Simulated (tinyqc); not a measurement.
Chemically amplified photoresist: aerial image, acid generation, bake, development and line width. Changing the mean dose E. Computed by tinyqc, a small Python program. Command: `OMP_NUM_THREADS=1 python tinyqc.py 3031846 3031847 out.jsonl resist sweep`. One thread of a shared host (Intel(R) Xeon(R) Processor @ 2.30GHz), about 0.05 s of CPU time with the checks.

Lines and spaces of pitch p with a two-beam-like image; x = 0 is the middle of the bright space. The resist is positive and treated as uniform in depth.

Inputs (values chosen for the exercise, for a model resist at 193 nm):
```
quantity                                         value     unit
pitch p                                            170       nm
image contrast c                                  0.82        -
Dill parameter C                                 0.046  cm^2/mJ
quencher load q, relative to the acid generator   0.14        -
acid diffusivity D                                 1.2   nm^2/s
bake time t                                         90        s
amplification rate k_amp                         0.036      1/s
threshold protection m_th                         0.65        -
development selectivity n                           20        -
largest rate r_max                                 810     nm/s
smallest rate r_min                               0.02     nm/s
resist thickness d                                 140       nm
development time t_d                                60        s
photon energy                                     6.42       eV
absorption coefficient alpha                      0.61     1/um
```

Method:
- Dose E(x) = E [1 + c cos(2 pi x/p)]; acid h = 1 - exp(-C E(x)).
- Bake: the acid image is blurred by a Gaussian of variance sigma^2 = 2 D t (each Fourier term k of h, taken on 64 points, is multiplied by exp(-4 pi^2 k^2 D t/p^2)).
- Cosine coefficients: h(x) = sum_k h_k cos(2 pi k x/p).
- The quencher then removes q, h_eff = max(h_blurred - q, 0); protection m = exp(-k_amp t h_eff).
- Mack rate r = r_max (a + 1)(1 - m)^n/(a + (1 - m)^n) + r_min, a = ((n + 1)/(n - 1))(1 - m_th)^n.
- Edge: vertical development clears the film where r t_d >= d; the space width is twice the x where r = d/t_d.
- Dose sensitivity = d ln(width)/d ln E from widths at 1.005 E and E/1.005; image log-slope at the edge = |d ln E/dx|, normalised by the width (NILS); latitude for 10 % of width = 10 %/sensitivity.
- The edge lies at x = width/2.
- Absorbed photons per volume N = E(edge) alpha/(photon energy), 1 mJ/cm^2 = 62.41509 eV/nm^2, alpha in 1/nm; a Gaussian blur averages over a volume V = (2 sqrt(pi) sigma)^3; relative noise 1/sqrt(N V); edge noise sigma_x = (dh/d ln E) noise/|dh/dx|, with both derivatives of the blurred acid at the edge.

One run for each value:
```
mean dose E (mJ/cm^2)  space width (nm)  dose sensitivity  edge noise from photons (nm)   NILS
3.45                               14.6             33.29                         3.254  0.066
3.95                               45.1              3.27                         1.028  0.653
4.45                               60.0              1.80                         0.759  1.193
4.96                               70.7              1.28                         0.636  1.705
5.46                               78.9              1.01                         0.565  2.174
5.96                               85.6              0.85                         0.518  2.615
6.46                               91.2              0.74                         0.485  3.032
6.96                               96.1              0.67                         0.460  3.427
7.46                              100.5              0.61                         0.442  3.802
7.96                              104.4              0.56                         0.428  4.158
```

Over the rows, space width (nm) rises from 14.6 to 104 (exponent d ln y / d ln x 8.3 between the first rows and 0.59 between the last); dose sensitivity falls from 33.3 to 0.565 (exponent d ln y / d ln x -17 between the first rows and -1.2 between the last); edge noise from photons (nm) falls from 3.25 to 0.428 (exponent d ln y / d ln x -8.5 between the first rows and -0.50 between the last). More dose moves the clearing threshold out along the image, so the space widens.

Caution (all rows): lateral development, standing waves and the joint diffusion of acid and quencher are left out, so widths are indicative. Caution (all rows): the noise counts photons alone (acid and quencher statistics add to it) and takes the film as thicker than the blur; a thinner film averages in two dimensions only.
